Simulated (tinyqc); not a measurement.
Worked calculation: plane-wave Kohn-Sham cycle with exchange-only LDA in a layered model solid. One step of it, computed by the program tinyqc.

Task: Iteration 2: potential. V_H(G) = 4 pi rho(G)/G^2 for G != 0 (uniform background); v_x = -(3 rho/pi)^(1/3); V = V_ext + V_H + v_x; Fourier components f(G_m) = (1/N) sum_j f(x_j) exp(-i G_m x_j).

A solid whose potential varies along x alone (atomic units):
```
parameter                      value
period a                   14.200000
cross-section of the cell  11.000000
electrons per cell                 2
grid points                       16
plane waves -n..n, n               3
k points                           2
V1 in V1 cos(2 pi x/a)     -0.640000
```

density after iteration 1 (e/bohr^3): 0.02635783  0.02255332  0.01534810  0.01070206  0.00923828  0.00899754  0.00896951  0.00896348  0.00896318  0.00896348  0.00896951  0.00899754  0.00923828  0.01070206  0.01534810  0.02255332

Give: Potentials on the grid; V(G_m), m = 0, 1, 2, ....

Result:

Potentials on the grid (hartree):
```
x          V_ext      V_H      v_x        V
0.0000   -0.6400   0.5081  -0.2931  -0.4250
0.8875   -0.5913   0.4444  -0.2782  -0.4251
1.7750   -0.4525   0.2870  -0.2447  -0.4102
2.6625   -0.2449   0.1021  -0.2170  -0.3598
3.5500         0  -0.0647  -0.2066  -0.2714
4.4375    0.2449  -0.1972  -0.2048  -0.1571
5.3250    0.4525  -0.2922  -0.2046  -0.0443
6.2125    0.5913  -0.3492  -0.2046   0.0375
7.1000    0.6400  -0.3682  -0.2046   0.0672
7.9875    0.5913  -0.3492  -0.2046   0.0375
8.8750    0.4525  -0.2922  -0.2046  -0.0443
9.7625    0.2449  -0.1972  -0.2048  -0.1571
10.6500        0  -0.0647  -0.2066  -0.2714
11.5375  -0.2449   0.1021  -0.2170  -0.3598
12.4250  -0.4525   0.2870  -0.2447  -0.4102
13.3125  -0.5913   0.4444  -0.2782  -0.4251
```

V(G_m), m = 0, 1, 2, ... (hartree): -0.2262  -0.1262  0.0230  0.0029  0.0005  0.0003  0.0001
